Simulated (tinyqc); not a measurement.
Strain-driven crossing of the Gamma and L valleys in a germanium-like crystal: one step. Electrons in the Gamma valley. Four cases, with inputs chosen for the exercise.

Problem. Non-degenerate, parabolic: share = mG^(3/2)/(mG^(3/2) + (mL^(3/2)/4) sum_i exp(-(E_Li - E_Gamma)/kT)). Also the offset at which four equal L valleys hold half of the electrons, kT ln((mL/mG)^(3/2)), and the wavelength hc/E of the direct gap.

Constants: kB = 8.617333262e-05 eV/K; hc = 1239.841984 eV nm.

Case 1.

Values chosen (out of a larger set: near those of Ge, gaps at low temperature; not measured data): mG = 0.0389 m0 (mass at Gamma); mL = 0.541 m0 (density-of-states mass of the four L valleys together); T = 200 K (temperature).

Gamma edge = 0.819621 eV

L edges (eV): [111] 0.727287, [1-1-1] 0.727287, [-11-1] 0.727287, [-1-11] 0.727287

direct and indirect gap (eV): 0.739005  0.646671

Case 2.

Values chosen (out of a larger set: near those of Ge, gaps at low temperature; not measured data): mG = 0.0423 m0 (mass at Gamma); mL = 0.551 m0 (density-of-states mass of the four L valleys together); T = 200 K (temperature).

Gamma edge = 0.770851 eV

L edges (eV): [111] 0.727837, [1-1-1] 0.727837, [-11-1] 0.727837, [-1-11] 0.727837

direct and indirect gap (eV): 0.676705  0.633691

Case 3.

Values chosen (out of a larger set: near those of Ge, gaps at low temperature; not measured data): mG = 0.043 m0 (mass at Gamma); mL = 0.559 m0 (density-of-states mass of the four L valleys together); T = 300 K (temperature).

Gamma edge = 0.843917 eV

L edges (eV): [111] 0.698293, [1-1-1] 0.757815, [-11-1] 0.757815, [-1-11] 0.698293

direct and indirect gap (eV): 0.818597  0.672972

Case 4.

Values chosen (out of a larger set: near those of Ge, gaps at low temperature; not measured data): mG = 0.0419 m0 (mass at Gamma); mL = 0.578 m0 (density-of-states mass of the four L valleys together); T = 200 K (temperature).

Gamma edge = 0.862521 eV

L edges (eV): [111] 0.747818, [1-1-1] 0.747818, [-11-1] 0.747818, [-1-11] 0.747818

direct and indirect gap (eV): 0.824979  0.710276

Give: (mL/mG)^(3/2); share in Gamma; offset for an even split; wavelength.

Solution.

Case 1.

(mL/mG)^(3/2) = 51.86
share in Gamma = 0.00909 %
offset for an even split = 68.1 meV
wavelength = 1678 nm

With the L valleys as they lie here, Gamma must be 68 meV below the lowest of them to hold half of the electrons at 200 K; it lies 92 meV above. A direct gap alone is not enough.

Case 2.

(mL/mG)^(3/2) = 47.01
share in Gamma = 0.175 %
offset for an even split = 66.4 meV
wavelength = 1832 nm

With the L valleys as they lie here, Gamma must be 66 meV below the lowest of them to hold half of the electrons at 200 K; it lies 43 meV above. A direct gap alone is not enough.

Case 3.

(mL/mG)^(3/2) = 46.87
share in Gamma = 0.0139 %
offset for an even split = 99.5 meV
wavelength = 1515 nm

With the L valleys as they lie here, Gamma must be 84 meV below the lowest of them to hold half of the electrons at 300 K; it lies 146 meV above. A direct gap alone is not enough.

Case 4.

(mL/mG)^(3/2) = 51.24
share in Gamma = 0.00251 %
offset for an even split = 67.8 meV
wavelength = 1503 nm

With the L valleys as they lie here, Gamma must be 68 meV below the lowest of them to hold half of the electrons at 200 K; it lies 115 meV above. A direct gap alone is not enough.

Computed by tinyqc, one run a case: `OMP_NUM_THREADS=1 python tinyqc.py N N+1 out.jsonl` with N = 1050394, 1050451, 1050497, 1050519; one thread of a shared Intel(R) Xeon(R) Processor @ 2.30GHz, about 0.01 s a run at most.
